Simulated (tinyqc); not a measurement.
# Worked calculation: metal-interlayer-semiconductor contact, depinning against tunnelling resistance

tinyqc, about 0.02 s, one thread, Intel Xeon 2.30GHz (shared host): `OMP_NUM_THREADS=1 python tinyqc.py 2270044 2270045 out.jsonl` Printed values are rounded.

Zero bias, n-type semiconductor. Gap states at the semiconductor surface thin out as exp(-be ti), which unpins the barrier; electrons must then cross the interlayer (a rectangular barrier, no voltage drop across it) and the parabolic depleted layer, both by WKB. Energies E are counted from the Fermi level; no image force, parabolic bands.

Inputs (values chosen for the exercise); semiconductor values close to those of 4H silicon carbide; interlayer mass of the order of that in hafnium oxide, offset chosen freely: temperature T = 300 K; band gap Eg = 3.17 eV; relative permittivity eps_r = 9.47; electron affinity chi = 3.64 eV; conduction-band density of states at T Nc = 1.7e19 cm^-3; tunnelling mass in the semiconductor mt = 0.204 m0; Richardson mass mA = 0.358 m0; donor density Nd = 2.1e19 cm^-3; charge-neutrality level above the valence band E0 = 1.9 eV; pinning factor without interlayer S0 = 0.66; metal work function phiM = 3.57 eV; interlayer thickness ti = 0.5 nm; conduction-band offset of the interlayer above the semiconductor dE = 1.58 eV; tunnelling mass in the interlayer mi = 0.2 m0; decay constant of gap states through the interlayer be = 2.3 1/nm.

Constants: q = 1.602176634e-19 C, kB = 1.380649e-23 J/K, eps0 = 8.8541878128e-12 F/m, hbar = 1.054571817e-34 J s, h = 6.62607015e-34 J s, m0 = 9.1093837015e-31 kg, Vt = kB T/q, hbar^2/(2 m0) = 0.0380998212 eV nm^2. Results are converted to the units shown.

## Pinning, barrier and scales

S = 1/(1 + (1/S0 - 1) exp(-be ti)); phiB = S (phiM - chi) + (1 - S)(Eg - E0); xi = Ec - EF deep inside, from Nd = Nc F(-xi/Vt), F(x) = (2/sqrt(pi)) int_0^infinity sqrt(u) du/(1 + exp(u - x)); band bending U = phiB - xi; E00 = (hbar/2) sqrt(Nd/(eps0 eps_r mt m0)) in volts; A = 4 pi q mA m0 kB^2/h^3.

S = 0.8597595
phiB = 0.1179222 eV
xi = -0.01656512 eV
U = 0.1344873 eV
E00 = 0.06121345 eV
A = 43.02202 A/(cm^2 K^2)

The interlayer moves the barrier from 0.386 eV to 0.118 eV; the unpinned limit is phiM - chi = -0.0700 eV. E00/Vt = 2.37: by the usual rule of thumb (0.5 to 5) thermionic-field emission.

## Exponents and integrand on an energy grid

E, point 0 to 14 (eV): [-0.01, 0.00643, 0.02286, 0.03929, 0.05571, 0.07214, 0.08857, 0.105, 0.12143, 0.13786, 0.15429, 0.17071, 0.18714, 0.20357, 0.22]

With U = phiB - xi: for xi < E < phiB, y = (E - xi)/U and G1 = (U/E00) [sqrt(1 - y) - y ln((1 + sqrt(1 - y))/sqrt(y))], G1 = 0 above phiB; G2 = 2 ti sqrt(mi max(phiB + dE - E, 0)/C), C = hbar^2/(2 m0); f = 1/(1 + exp(E/Vt)); integrand exp(-G1 - G2) f.

G1, point 0 to 14: [1.907790, 1.425472, 1.058994, 0.760812, 0.515035, 0.314314, 0.156557, 0.044499, 0.000000, 0.000000, 0.000000, 0.000000, 0.000000, 0.000000, 0.000000]
G2, point 0 to 14: [2.994247, 2.979810, 2.965302, 2.950724, 2.936082, 2.921358, 2.906559, 2.891684, 2.876732, 2.861703, 2.846593, 2.831413, 2.816141, 2.800787, 2.785347]
f, point 0 to 14: [0.5955163, 0.4381377, 0.2922949, 0.1794902, 0.1038687, 0.05783971, 0.03149147, 0.01693020, 0.009039040, 0.004807960, 0.002552303, 0.001353972, 7.175871e-4, 3.801976e-4, 2.014073e-4]
integrand, point 0 to 14 (in units of 1e-3): [4.425540, 5.350831, 5.225064, 4.386733, 3.293698, 2.275055, 1.471969, 0.898450, 0.509065, 0.274878, 0.148140, 0.079789, 0.042938, 0.023102, 0.012428]

## Contact resistivity

1/rho_c = (A T^2/Vt^2) I, with I the trapezoid sum of the integrand over the grid.

I = 4.304050e-4 eV
rho_c = 4.0103e-7 ohm cm^2

A fine grid from xi upwards gives rho_c = 3.756e-7 ohm cm^2; the coarse value is 6.8 % above it. The integrand peaks at E = 0.012 eV, and 3.4 % of the current flows above phiB. Tunnelling through the interlayer costs a factor of 19.2 at this barrier height; the bare contact (ti = 0) has rho_c = 8.17e-7 ohm cm^2, so with the interlayer rho_c is 54 % below that.
